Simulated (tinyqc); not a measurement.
# Changing the growth rate

Model: equilibrium and kinetic segregation of a solute to boundaries and growing surfaces. Computed by tinyqc, a small Python program. Command: `OMP_NUM_THREADS=1 python tinyqc.py 3017441 3017442 out.jsonl segreg sweep`. One thread of a shared host (Intel(R) Xeon(R) Processor @ 2.30GHz), about 0.01 s of CPU time with the checks.

Inputs (values chosen for the exercise): exchange barrier E_b = 1.7 eV; surface segregation energy E_s = 0.29 eV; growth temperature T_g = 840 K.

Constants: k_B = 8.617333262e-05 eV/K.

Method. Two-state exchange during growth, dilute: jump up r_u = nu exp(-E_b/(k_B T_g)), jump back r_d = r_u exp(-E_s/(k_B T_g)), nu = 1e13 1/s. In the time 1/R of one monolayer the share carried up is p = [r_u/(r_u + r_d)] [1 - exp(-(r_u + r_d)/R)]; the tail decays as p^n, length -1/ln p monolayers; the equilibrium limit has p = r_u/(r_u + r_d).

One run for each value:

| growth rate (monolayers/s) | decay length (monolayers) | share carried up p | r_u (1/s) |
|---|---|---|---|
| 21 | 55.443 | 0.98213 | 631.61 |
| 49 | 55.437 | 0.98212 | 631.61 |
| 120 | 43.952 | 0.97750 | 631.61 |
| 270 | 8.698 | 0.89140 | 631.61 |
| 630 | 2.151 | 0.62826 | 631.61 |
| 1500 | 0.933 | 0.34244 | 631.61 |
| 3500 | 0.555 | 0.16485 | 631.61 |
| 8100 | 0.386 | 0.07496 | 631.61 |
| 19000 | 0.292 | 0.03269 | 631.61 |

Over the rows, decay length (monolayers) falls from 55.4 to 0.292 (exponent d ln y / d ln x -1.3e-4 between the first rows and -0.33 between the last); share carried up p falls from 0.982 to 0.0327; r_u (1/s) does not change. The length keeps its equilibrium value only while exp(-r_u/R) is small against r_d/r_u; most solute is buried before it can jump once R is well above r_u.
